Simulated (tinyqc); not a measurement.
Buckled dimers of a reconstructed (001) surface, two dangling bonds a dimer: one step. The bands on the mesh. Two cases, with inputs chosen for the exercise.

Task: Both levels at each k_j for the trial z, and W(z).

In a dimer one atom moves up by z and the other down by z; the dangling bond of the up atom (more s-like) falls by gm z and that of the down atom rises by gm z. With all dimers tilted alike: H(k) = [[-gm z - 2 ta cos k, -tp - 2 tx cos k], [., gm z - 2 ta cos k]], k along the row in 1/a. Two electrons a dimer fill the lowest N of the 2N levels on the mesh k_j = (j + 1/2) pi/N. Total energy a dimer: W(z) = (2/N) sum of the filled levels + kf z^2. Repulsion between electrons is left out.

Case 1.

Values chosen (of the size met on Si(001); not measured data): tp = 0.21 eV (pi coupling inside a dimer); ta = 0.12 eV (coupling between like atoms along the row); tx = 0 eV (diagonal coupling along the row); gm = 1.98 eV/angstrom (shift of a dangling bond with height); kf = 6.6 eV/angstrom^2 (force constant of buckling); z = 0.21 angstrom (a trial buckling); N = 12 (k points).

Case 2.

Values chosen (of the size met on Si(001); not measured data): tp = 0.21 eV (pi coupling inside a dimer); ta = 0.21 eV (coupling between like atoms along the row); tx = 0.06 eV (diagonal coupling along the row); gm = 2.28 eV/angstrom (shift of a dangling bond with height); kf = 9.9 eV/angstrom^2 (force constant of buckling); z = 0.1 angstrom (a trial buckling); N = 12 (k points).

Give: a table of j, k (pi/a), lower, upper; band energy; elastic energy; W.

Result:

Case 1.

Levels (eV):
```
j,k (pi/a),lower,upper
0,0.0417,-0.7038,0.2279
1,0.1250,-0.6876,0.2441
2,0.2083,-0.6562,0.2754
3,0.2917,-0.6119,0.3197
4,0.3750,-0.5577,0.3740
5,0.4583,-0.4971,0.4345
6,0.5417,-0.4345,0.4971
7,0.6250,-0.3740,0.5577
8,0.7083,-0.3197,0.6119
9,0.7917,-0.2754,0.6562
10,0.8750,-0.2441,0.6876
11,0.9583,-0.2279,0.7038
```

band energy = -0.9316 eV
elastic energy = 0.2911 eV
W = -0.6406 eV

The lower band is full and the upper empty.

Case 2.

Levels (eV):
```
j,k (pi/a),lower,upper
0,0.0417,-0.8167,-0.0161
1,0.1250,-0.7817,0.0056
2,0.2083,-0.7142,0.0478
3,0.2917,-0.6191,0.1078
4,0.3750,-0.5035,0.1820
5,0.4583,-0.3756,0.2660
6,0.5417,-0.2448,0.3544
7,0.6250,-0.1202,0.4416
8,0.7083,-0.0103,0.5216
9,0.7917,0.0779,0.5885
10,0.8750,0.1394,0.6366
11,0.9583,0.1709,0.6619
```

band energy = -0.6915 eV
elastic energy = 0.0990 eV
W = -0.5925 eV

The bands overlap on this mesh, so some upper levels are filled.

Computed by tinyqc, one run a case: `OMP_NUM_THREADS=1 python tinyqc.py N N+1 out.jsonl` with N = 1450280, 1450347; one thread of a shared Intel(R) Xeon(R) Processor @ 2.30GHz, about 0.03 s a run at most.
